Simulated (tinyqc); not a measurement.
Inside a calculation. Method: Hubbard chain of 2 sites. Computed by tinyqc, a small Python program that keeps every step. Settings: hopping = 0.82, U = 0.9, mixing = 0.2, iteration cap = 60. Command: `OMP_NUM_THREADS=1 python tinyqc.py 30189 30190 out.jsonl` (the two numbers bound the seeds that draw the settings). One thread of a shared host (Intel(R) Xeon(R) Processor @ 2.60GHz), about 0.1 s of CPU time with the checks.

one-body matrix (hopping and site energies) (eV):
```
         1        2
1   0.0000  -0.8200
2  -0.8200   0.0000
```

U = 0.9000 eV

electrons, up and down: 1  1

n(up) at the start (a guess, not normalised): 1 0.8000, 2 0.2000

n(down) at the start (a guess): 1 0.2000, 2 0.8000

Each step fills the lowest levels of T + U n(other spin) and sets n(new) = n + mixing (n(out) - n); stop when output and input agree to 1e-8.

Course of the cycle:
```
iteration     E (eV)  largest |n(out) - n(in)|  mean |n_up - n_down|
1          -1.151746                  1.44e-01                0.3128
2          -1.158453                  1.29e-01                0.2854
3          -1.163971                  1.15e-01                0.2602
4          -1.168514                  1.04e-01                0.2372
5          -1.172257                  9.36e-02                0.2161
6          -1.175343                  8.45e-02                0.1969
7          -1.177888                  7.64e-02                0.1793
8          -1.179989                  6.91e-02                0.1633
9          -1.181724                  6.26e-02                0.1486
10         -1.183156                  5.68e-02                0.1353
11         -1.184340                  5.15e-02                0.1232
...              ...                       ...                   ...
50         -1.189996                  1.27e-03                0.0031
51         -1.189997                  1.15e-03                0.0028
52         -1.189998                  1.05e-03                0.0026
53         -1.189998                  9.56e-04                0.0023
54         -1.189998                  8.69e-04                0.0021
55         -1.189999                  7.91e-04                0.0019
56         -1.189999                  7.20e-04                0.0018
57         -1.189999                  6.55e-04                0.0016
58         -1.189999                  5.96e-04                0.0014
59         -1.189999                  5.42e-04                0.0013
60         -1.189999                  4.93e-04                0.0012
```

Can the last value be used, and what does the course show?

Not by the stop rule, although the second column moves by less than 1e-06 over the last three steps. Not converged within 60 iterations: the residual falls steadily but slowly, by a factor of about 0.91 a step. The lowest mean-field energy found from random starts is -1.19000 eV. Reruns (cap 100 unless said): mixing 0.5: converged in 66 (E = -1.19000); mixing 0.9: converged in 33 (E = -1.19000); the original settings with a cap of 400: converged in 175 (E = -1.19000).
